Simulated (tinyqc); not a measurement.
Long-channel MOSFET, surface-potential model: one step of the calculation.

n-channel transistor on a uniformly doped p-type body, gradual-channel approximation, constant mobility, Boltzmann statistics, full ionisation. Potentials are counted from the neutral body; V is the electron quasi-Fermi potential, Vsb at the source and Vsb + Vds at the drain. Charges are magnitudes per area.

Problem. Pao-Sah current by Simpson's rule. I = mu (W/L) integral of Qi dV; Simpson's rule on the 11 points, step Vds/10, weights 1, 4, 2, ..., 4, 1 times step/3.

Inputs (values chosen for the exercise); material values close to those of silicon:
```
symbol  value        unit               meaning
mu        190  cm^2/(V s)      channel mobility
W           2          um            gate width
L         0.5          um           gate length
Vds       0.5           V  drain-source voltage
```

Qi, Pao-Sah, point 0 to 10 (nC/cm^2): 127.16823  104.37791  82.256476  61.054439  41.219032  23.621166  9.9944743  2.5963649  0.44526093  0.066333614  0.0096322652

Find: Pao-Sah current.

Solution.

Pao-Sah current = 14.717 uA

Gauss-Legendre quadrature on many points gives 14.72 uA, so this value is within 0.01 % of it; the charge-sheet current, 13.88 uA, is 5.7 % below it.

Computed by the program tinyqc: `OMP_NUM_THREADS=1 python tinyqc.py 2360031 2360032 out.jsonl`, one thread of a shared Intel Xeon 2.30GHz, about 0.03 s for the whole run.
